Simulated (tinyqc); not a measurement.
Hueckel theory of the pi electrons with the omega technique, for the molecule c1ccc2[nH]ccc2c1 (SMILES; centres numbered as the heavy atoms are written), step by step. Computed by tinyqc, a small Python program that keeps every step. Settings: charge = 0, omega = 1.4, damping = 0.3. Command: `OMP_NUM_THREADS=1 python tinyqc.py 22492 22493 out.jsonl` (the two numbers bound the seeds that draw the settings). One thread of a shared host (Intel(R) Xeon(R) Processor @ 2.60GHz), about 0.01 s of CPU time with the checks.

## The Hueckel matrix

Centres:
```
centre  z_r, pi electrons of the neutral centre         h
1C                                            1  0.000000
2C                                            1  0.000000
3C                                            1  0.000000
4C                                            1  0.000000
5N                                            2  1.500000
6C                                            1  0.000000
7C                                            1  0.000000
8C                                            1  0.000000
9C                                            1  0.000000
```

Bonds:
```
i  j         k
1  2         1
2  3         1
3  4         1
4  5  0.800000
5  6  0.800000
6  7         1
7  8         1
8  9         1
9  1         1
8  4         1
```

H_rr = alpha + h_r beta, H_rs = k_rs beta for bonded centres.

Hueckel matrix in units of beta (H = alpha + beta A):
```
          1C        2C        3C        4C        5N        6C        7C        8C
1C  0.000000  1.000000  0.000000  0.000000  0.000000  0.000000  0.000000  0.000000
2C  1.000000  0.000000  1.000000  0.000000  0.000000  0.000000  0.000000  0.000000
3C  0.000000  1.000000  0.000000  1.000000  0.000000  0.000000  0.000000  0.000000
4C  0.000000  0.000000  1.000000  0.000000  0.800000  0.000000  0.000000  1.000000
5N  0.000000  0.000000  0.000000  0.800000  1.500000  0.800000  0.000000  0.000000
6C  0.000000  0.000000  0.000000  0.000000  0.800000  0.000000  1.000000  0.000000
7C  0.000000  0.000000  0.000000  0.000000  0.000000  1.000000  0.000000  1.000000
8C  0.000000  0.000000  0.000000  1.000000  0.000000  0.000000  1.000000  0.000000
9C  1.000000  0.000000  0.000000  0.000000  0.000000  0.000000  0.000000  1.000000

          9C
1C  1.000000
2C  0.000000
3C  0.000000
4C  0.000000
5N  0.000000
6C  0.000000
7C  0.000000
8C  1.000000
9C  0.000000
```

## Orbitals, round 1

pi electrons, sum of z_r less the charge = 10

Diagonalise; E = alpha + x beta with beta < 0, so the largest x are filled first; degenerate levels share their electrons. P = sum n_i c_ri c_si; each orbital has its largest coefficient positive (the first on a tie).

x values: 2.484322  1.773261  1.324533  0.855635  0.599863  -0.825757  -1.104703  -1.457652  -2.149503

occupations: 2.000000  2.000000  2.000000  2.000000  2.000000  0.000000  0.000000  0.000000  0.000000

coefficients:
```
         MO1        MO2        MO3        MO4        MO5        MO6        MO7        MO8
1C  0.145530  -0.450344  -0.123955   0.522349  -0.043366  -0.085672   0.555695   0.254882
2C  0.154656  -0.394839  -0.408845   0.156589   0.372284  -0.388307  -0.256375  -0.422347
3C  0.238685  -0.249809  -0.417574  -0.388366   0.266686   0.406320  -0.272477   0.360753
4C  0.438314  -0.048138  -0.144246  -0.488888  -0.212309   0.052786   0.557381  -0.103505
5N  0.602225   0.537546  -0.276879   0.304963  -0.248105  -0.195644  -0.228129   0.148847
6C  0.302666   0.231751   0.204975   0.243254   0.491470   0.515989   0.185379  -0.446793
7C  0.270139  -0.019082   0.492999  -0.035833   0.493299  -0.269567  -0.022286   0.532191
8C  0.368447  -0.265589   0.448019  -0.273915  -0.195558  -0.293393  -0.160760  -0.328956
9C  0.206888  -0.403738   0.244663   0.290351  -0.398298   0.459052  -0.357503   0.050818

          MO9
1C   0.323753
2C  -0.308263
3C   0.338859
4C  -0.420115
5N   0.068361
6C   0.108259
7C  -0.287392
8C   0.509491
9C  -0.387645
```

charge and bond-order matrix P:
```
           1C         2C         3C         4C         5N         6C         7C         8C
1C   1.028165   0.633297  -0.030862  -0.285633   0.099876   0.040045  -0.106625  -0.033812
2C   0.633297   1.020173   0.689482  -0.019650  -0.101036   0.185119   0.051578  -0.274036
3C  -0.030862   0.689482   1.031385   0.620250  -0.119056  -0.069295   0.017707   0.042869
4C  -0.285633  -0.019650   0.620250   0.998660   0.363216  -0.262656  -0.078004   0.570175
5N   0.099876  -0.101036  -0.119056   0.363216   1.765704   0.404688  -0.234784  -0.159880
6C   0.040045   0.185119  -0.069295  -0.262656   0.404688   0.976090   0.824234  -0.041887
7C  -0.106625   0.051578   0.017707  -0.078004  -0.234784   0.824234   1.122031   0.477639
8C  -0.033812  -0.274036   0.042869   0.570175  -0.159880  -0.041887   0.477639   1.040567
9C   0.701079  -0.022871  -0.341818   0.034877   0.054379  -0.211843  -0.045345   0.582857

           9C
1C   0.701079
2C  -0.022871
3C  -0.341818
4C   0.034877
5N   0.054379
6C  -0.211843
7C  -0.045345
8C   0.582857
9C   1.017224
```

## Omega technique, round 1

h_r = h_r(0) + omega q_r, omega = 1.4, with q_r = z_r - P_rr; 0.3 of the old diagonal is kept.

matrix after round 1:
```
           1C         2C         3C        4C        5N        6C         7C         8C
1C  -0.027602   1.000000   0.000000  0.000000  0.000000  0.000000   0.000000   0.000000
2C   1.000000  -0.019770   1.000000  0.000000  0.000000  0.000000   0.000000   0.000000
3C   0.000000   1.000000  -0.030758  1.000000  0.000000  0.000000   0.000000   0.000000
4C   0.000000   0.000000   1.000000  0.001313  0.800000  0.000000   0.000000   1.000000
5N   0.000000   0.000000   0.000000  0.800000  1.729610  0.800000   0.000000   0.000000
6C   0.000000   0.000000   0.000000  0.000000  0.800000  0.023431   1.000000   0.000000
7C   0.000000   0.000000   0.000000  0.000000  0.000000  1.000000  -0.119590   1.000000
8C   0.000000   0.000000   0.000000  1.000000  0.000000  0.000000   1.000000  -0.039756
9C   1.000000   0.000000   0.000000  0.000000  0.000000  0.000000   0.000000   1.000000

           9C
1C   1.000000
2C   0.000000
3C   0.000000
4C   0.000000
5N   0.000000
6C   0.000000
7C   0.000000
8C   1.000000
9C  -0.016879
```

## Orbitals, round 2

As before.

x values: 2.568538  1.818312  1.293216  0.858741  0.581655  -0.835452  -1.108281  -1.496958  -2.179772

occupations: 2.000000  2.000000  2.000000  2.000000  2.000000  0.000000  0.000000  0.000000  0.000000

coefficients:
```
         MO1        MO2        MO3        MO4        MO5        MO6        MO7        MO8
1C  0.110310  -0.437925  -0.156485   0.530049  -0.033780  -0.057143   0.553709   0.278264
2C  0.123181  -0.386818  -0.432601   0.149684   0.368226  -0.399587  -0.221447  -0.436479
3C  0.208520  -0.273079  -0.411513  -0.398550   0.255240   0.383079  -0.312661   0.366498
4C  0.418825  -0.118123  -0.112232  -0.504194  -0.211913   0.091326   0.558347  -0.100880
5N  0.693837   0.492695  -0.232414   0.269981  -0.224110  -0.189702  -0.205695   0.129722
6C  0.308774   0.172751   0.239012   0.210296   0.533498   0.516919   0.171328  -0.422315
7C  0.230793  -0.084088   0.489426  -0.040322   0.477099  -0.292212  -0.029338   0.538306
8C  0.311628  -0.335706   0.452452  -0.249745  -0.198934  -0.307736  -0.142322  -0.319130
9C  0.163199  -0.421554   0.225912   0.320121  -0.388806   0.445750  -0.376935   0.027611

          MO9
1C   0.319661
2C  -0.301390
3C   0.331342
4C  -0.410670
5N   0.059881
6C   0.118046
7C  -0.307985
8C   0.516458
9C  -0.386574
```

charge and bond-order matrix P:
```
           1C         2C         3C         4C         5N         6C         7C         8C
1C   1.021055   0.635166  -0.025774  -0.289193   0.095633   0.028906  -0.103587  -0.030138
2C   0.635166   1.019882   0.687335  -0.015333  -0.093369   0.191481   0.037750  -0.276245
3C  -0.025774   0.687335   1.022770   0.625266  -0.118052  -0.057579   0.015055   0.038449
4C  -0.289193  -0.015333   0.625266   1.002164   0.339703  -0.273988  -0.058216   0.574938
5N   0.095633  -0.093369  -0.118052   0.339703   1.802579   0.362033  -0.225711  -0.154362
6C   0.028906   0.191481  -0.057579  -0.273988   0.362033   1.022312   0.839535  -0.024562
7C  -0.103587   0.037750   0.015055  -0.058216  -0.225711   0.839535   1.058247   0.473502
8C  -0.030138  -0.276245   0.038449   0.574938  -0.154362  -0.024562   0.473502   1.032941
9C   0.700146  -0.019626  -0.341282   0.027565   0.053186  -0.217087  -0.029454   0.583976

           9C
1C   0.700146
2C  -0.019626
3C  -0.341282
4C   0.027565
5N   0.053186
6C  -0.217087
7C  -0.029454
8C   0.583976
9C   1.018050
```

## Omega technique, round 2

As before.

matrix after round 2:
```
           1C         2C         3C         4C        5N         6C         7C         8C
1C  -0.028914   1.000000   0.000000   0.000000  0.000000   0.000000   0.000000   0.000000
2C   1.000000  -0.025415   1.000000   0.000000  0.000000   0.000000   0.000000   0.000000
3C   0.000000   1.000000  -0.031542   1.000000  0.000000   0.000000   0.000000   0.000000
4C   0.000000   0.000000   1.000000  -0.001727  0.800000   0.000000   0.000000   1.000000
5N   0.000000   0.000000   0.000000   0.800000  1.762356   0.800000   0.000000   0.000000
6C   0.000000   0.000000   0.000000   0.000000  0.800000  -0.014837   1.000000   0.000000
7C   0.000000   0.000000   0.000000   0.000000  0.000000   1.000000  -0.092960   1.000000
8C   0.000000   0.000000   0.000000   1.000000  0.000000   0.000000   1.000000  -0.044209
9C   1.000000   0.000000   0.000000   0.000000  0.000000   0.000000   0.000000   1.000000

           9C
1C   1.000000
2C   0.000000
3C   0.000000
4C   0.000000
5N   0.000000
6C   0.000000
7C   0.000000
8C   1.000000
9C  -0.022753
```

## Convergence

Each round sets h_r = h_r(0) + omega (z_r - P_rr), keeping the share named as damping of the old diagonal; repeat until output and input diagonals agree to 1e-6.

Rounds:
```
round    sum n x  largest |h(out) - h(in)|
1      14.075229                  3.28e-01
2      14.240925                  5.47e-02
3      14.268374                  2.24e-02
4      14.272270                  1.11e-02
5      14.273332                  5.54e-03
6      14.273350                  2.80e-03
7      14.273435                  1.45e-03
8      14.273411                  7.62e-04
9      14.273426                  4.05e-04
10     14.273419                  2.17e-04
11     14.273423                  1.17e-04
12     14.273421                  6.38e-05
13     14.273422                  3.48e-05
14     14.273422                  1.91e-05
15     14.273422                  1.05e-05
16     14.273422                  5.76e-06
17     14.273422                  3.17e-06
18     14.273422                  1.75e-06
19     14.273422                  9.66e-07
```

Converged in 19 rounds.

## Energy, charges, bond orders

final x values: 2.584815  1.823492  1.294757  0.856746  0.576902  -0.843567  -1.111666  -1.498728  -2.182750

occupations: 2.000000  2.000000  2.000000  2.000000  2.000000  0.000000  0.000000  0.000000  0.000000

final P:
```
           1C         2C         3C         4C         5N         6C         7C         8C
1C   1.021973   0.635832  -0.025598  -0.290100   0.094237   0.029006  -0.102204  -0.029024
2C   0.635832   1.019179   0.686591  -0.016230  -0.090966   0.191447   0.040166  -0.276995
3C  -0.025598   0.686591   1.023955   0.626543  -0.117487  -0.057299   0.013630   0.037396
4C  -0.290100  -0.016230   0.626543   1.002453   0.334506  -0.273480  -0.061005   0.575989
5N   0.094237  -0.090966  -0.117487   0.334506   1.807365   0.361297  -0.221266  -0.152107
6C   0.029006   0.191447  -0.057299  -0.273480   0.361297   1.003084   0.840216  -0.024896
7C  -0.102204   0.040166   0.013630  -0.061005  -0.221266   0.840216   1.072982   0.471915
8C  -0.029024  -0.276995   0.037396   0.575989  -0.152107  -0.024896   0.471915   1.031436
9C   0.699579  -0.020317  -0.340788   0.029070   0.051758  -0.217495  -0.032885   0.584655

           9C
1C   0.699579
2C  -0.020317
3C  -0.340788
4C   0.029070
5N   0.051758
6C  -0.217495
7C  -0.032885
8C   0.584655
9C   1.017574
```

E = sum n x; q_r = z_r - P_rr; bond order p = P_rs; free valence = sqrt(3) - sum of p over the bonds of the atom.

pi energy = 10 alpha + this times beta = 14.273422

pi charges: 1C -0.021973, 2C -0.019179, 3C -0.023955, 4C -0.002453, 5N 0.192635, 6C -0.003084, 7C -0.072982, 8C -0.031436, 9C -0.017574

Bond orders and lengths from R = 1.517 - 0.180 p (angstrom, C-C alone):
```
bond         p         R
1-2   0.635832  1.402550
2-3   0.686591  1.393414
3-4   0.626543  1.404222
4-5   0.334506         -
5-6   0.361297         -
6-7   0.840216  1.365761
7-8   0.471915  1.432055
8-9   0.584655  1.411762
9-1   0.699579  1.391076
8-4   0.575989  1.413322
```

free valence of the carbons: 1C 0.396639, 2C 0.409628, 3C 0.418917, 4C 0.195012, 6C 0.530538, 7C 0.419920, 8C 0.099492, 9C 0.447817

gap between the highest filled and the next level = 1.420469 |beta|
